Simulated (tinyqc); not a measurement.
Worked calculation: velocity overshoot from momentum and energy balance equations after a field step. Computed by tinyqc, a small Python program that keeps every step. Command: `OMP_NUM_THREADS=1 python tinyqc.py 3010055 3010056 out.jsonl overshoot walk`. One thread of a shared host (Intel(R) Xeon(R) Processor @ 2.30GHz), about 0.02 s of CPU time with the checks. Intermediate numbers are printed to about 6 digits and carried at full precision; extremes and crossings named in words are read from the listed rows.

At t = 0 the field jumps from 0 to F in a uniform sample. v is the drift velocity and u = w - (3/2) k_B T the excess energy per carrier.

Inputs (values chosen for the exercise, modelled on electrons in GaN except for tau_E): effective mass m = 0.2 m_0; low-field mobility mu_0 = 1200 cm^2/(V s); saturation velocity v_s = 2.1 1e7 cm/s; energy relaxation time tau_E = 0.19 ps; field after the step F = 160 kV/cm; lattice temperature T = 300 K; time step dt = 1.8 fs.

Scheme: explicit Euler.

Constants: m_0 = 9.1093837015e-31 kg; e = 1.602176634e-19 C; k_B = 8.617333262e-05 eV/K.

## Constants and steady state

dv/dt = e F/m - v/tau_m(u), du/dt = e F v - u/tau_E, tau_m(u) = tau_0/(1 + c u), tau_0 = m mu_0/e, c = mu_0/(e tau_E v_s^2); this choice gives the steady state v (1 + mu_0 F v/v_s^2) = mu_0 F, which saturates at v_s. Steady velocity v = 2 mu_0 F/(1 + sqrt(1 + 4 (mu_0 F/v_s)^2)); u = e F v tau_E; carrier temperature T + 2u/(3 k_B), neglecting the drift energy m v^2/2.

tau_0 = 136.455 fs

c = 14.3215 1/eV

acceleration e F/m = 0.140706 1e7 cm/s per fs

steady velocity = 1.98829 1e7 cm/s

steady excess energy = 0.604441 eV

steady carrier temperature = 4976.17 K

tau_E/tau_0 = 1.39, and in the steady state tau_m has shrunk to 14.1 fs. Caution: the excess energy exceeds 0.5 eV, where non-parabolicity, upper valleys and impact ionisation matter.

## First four steps

dv/dt = e F/m - v/tau_m(u), du/dt = e F v - u/tau_E, tau_m(u) = tau_0/(1 + c u), tau_0 = m mu_0/e, c = mu_0/(e tau_E v_s^2); this choice gives the steady state v (1 + mu_0 F v/v_s^2) = mu_0 F, which saturates at v_s. Step: v_new = v + dt (e F/m - v/tau_m(u)), u_new = u + dt (e F v - u/tau_E). Start v = u = 0; the distance adds dt (v + v_new)/2.

Steps:
```
step  t (fs)  v (1e7 cm/s)      u (eV)  tau_m (fs)
1        1.8      0.253270  0.00000000     136.455
2        3.6      0.503199  0.00072942     135.044
3        5.4      0.749762  0.00217172     132.339
4        7.2      0.992834  0.00431046     128.521
```

After the first step u is still 0, below the drift energy m v^2/2, because the explicit scheme uses the old v: an error of the finite time step.

## The whole transient

Run to 8 times the larger of tau_E and tau_0, but at most 20001 steps, and stop early if |v| > 1000 v_s or u < -1/(2c); the run is accepted if the last v is within 0.5 % of the steady value.

Selected steps, the peak among them:
```
step       t (fs)  v (1e7 cm/s)       u (eV)  distance (nm)
1     1.80000e+00       0.25327            0    2.27943e-02
2     3.60000e+00       0.50320  7.29418e-04    9.08765e-02
4     7.20000e+00       0.99283  4.31046e-03    3.60477e-01
7     1.26000e+01       1.69853  1.47362e-02    1.08866e+00
13    2.34000e+01       2.96357  5.18988e-02    3.62671e+00
22    3.96000e+01       4.25851  1.38019e-01    9.59417e+00
30    5.40000e+01       4.61078  2.27689e-01    1.60689e+01
37    6.66000e+01       4.39872  3.02153e-01    2.17828e+01
63    1.13400e+02       2.83900  4.73203e-01    3.84625e+01
106   1.90800e+02       2.17719  5.57593e-01    5.70090e+01
178   3.20400e+02       2.02682  5.93668e-01    8.39691e+01
299   5.38200e+02       1.99172  6.03460e-01    1.27588e+02
503   9.05400e+02       1.98836  6.04424e-01    2.00629e+02
845   1.52100e+03       1.98829  6.04441e-01    3.23029e+02
```

peak velocity = 4.61078 1e7 cm/s

time of the peak = 54 fs

distance at the peak = 16.0689 nm

last relative deviation from the steady velocity = 3.67095e-08

peak over steady velocity = 2.31896

The velocity overshoots to 2.32 times its steady value: momentum follows the field within tau_m while the energy, and with it the scattering rate, builds up over tau_E. A channel shorter than a few times 16 nm would see this.

## Error of the time step

The peak velocity is recomputed with dt/2 and dt/4 and by an adaptive Runge-Kutta method (tolerance 1e-9).

Peak velocity:
```
step      v_peak (1e7 cm/s)  error (%)
dt                  4.61078    2.39001
dt/2                4.55592    1.17186
dt/4                4.52928    0.58026
adaptive            4.50315    0.00000
```

The explicit scheme puts the peak 2.39 % too high; halving dt divides the error by 2.04, as a first-order method should.

Checks made by the program: peak at dt/4 against the adaptive solution (relative difference 6e-03).
